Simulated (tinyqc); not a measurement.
## Undoped symmetric double-gate MOSFET, analytic potential model: effect of the body thickness

An undoped body of thickness ts between two equal insulators and tied gates; long channel, electrons only, n = ni exp((psi - V)/Vt) with V the quasi-Fermi potential (0 at the source, Vd at the drain), constant mobility, no quantisation. Across the body psi(x) = V - 2 Vt ln[(ts/(2 beta)) sqrt(q ni/(2 eps0 eps_r Vt)) cos(2 beta x/ts)], x from the centre. Q is the electron charge per area of the whole body.

ni = sqrt(Nc Nv) exp(-Eg/(2 Vt)), Eg in volts; r = eps_r tox/(eox ts); V0 = dphi + 2 Vt ln[(2/ts) sqrt(2 eps0 eps_r Vt/(q ni))]. beta (between 0 and pi/2) solves (Vg - V0 - V)/(2 Vt) = ln(beta) - ln(cos beta) + 2 r beta tan(beta). Q = 8 eps0 eps_r Vt beta tan(beta)/ts; I = mu (1/L)(4 eps0 eps_r/ts)(2 Vt)^2 [g(beta_s) - g(beta_d)] per width, g = beta tan(beta) - beta^2/2 + r beta^2 tan^2(beta), with beta_s at V = 0 and beta_d at V = Vd.  I(low) is taken at Vg = 0.35 V, Qs and I(high) at Vg = 1.1 V.

Values chosen for this exercise; material values those of a made-up semiconductor: temperature T = 273 K; band gap Eg = 1.23 eV; relative permittivity of the semiconductor eps_r = 14.5; conduction-band density of states at T Nc = 4.32e17 cm^-3; valence-band density of states at T Nv = 8.56e18 cm^-3; relative permittivity of the gate insulator eox = 7.74; insulator thickness tox = 2 nm; gate work function less that of the intrinsic body dphi = 0.02 V; channel mobility mu = 200 cm^2/(V s); gate length L = 2 um; drain voltage Vd = 0.3 V.

Constants: q = 1.602176634e-19 C, kB = 1.380649e-23 J/K, Vt = kB T/q, eps0 = 8.8541878128e-14 F/cm where lengths are in cm. Results are converted to the units shown.

Effect of the body thickness:

| ts (nm) | V0 (V) | I(low) (nA/um) | Qs(high) (nC/cm^2) | I(high) (uA/um) |
|---|---|---|---|---|
| 6.7 | 0.6481 | 0.002661 | 2470 | 47.73 |
| 9.3 | 0.6327 | 0.003693 | 2472 | 47.89 |
| 13 | 0.6169 | 0.005162 | 2474 | 47.99 |
| 18 | 0.6016 | 0.007148 | 2475 | 48.04 |
| 26 | 0.5843 | 0.01032 | 2475 | 48.08 |
| 36 | 0.5690 | 0.01430 | 2475 | 48.09 |
| 50 | 0.5536 | 0.01985 | 2475 | 48.10 |

What does the table show?

As ts goes from 6.7 to 50 nm, I(low) rises from 0.00266 to 0.0199 nA/um and I(high) rises from 47.7 to 48.1 uA/um. On average I(low) goes as ts^(1.00) and I(high) goes as ts^(0.00). Below threshold the charge is proportional to the cross-section of the body; above it the insulator sets the charge. In every row the surface density at the source at the higher gate voltage passes 0.3 Nc, where Boltzmann statistics fail. At ts = 6.7 nm the body is thin enough for quantum confinement, left out here, to raise the threshold.

Numbers from tinyqc (`OMP_NUM_THREADS=1 python tinyqc.py 2440141 2440142 out.jsonl`; about 0.02 s on one thread of a shared Intel Xeon 2.30GHz).
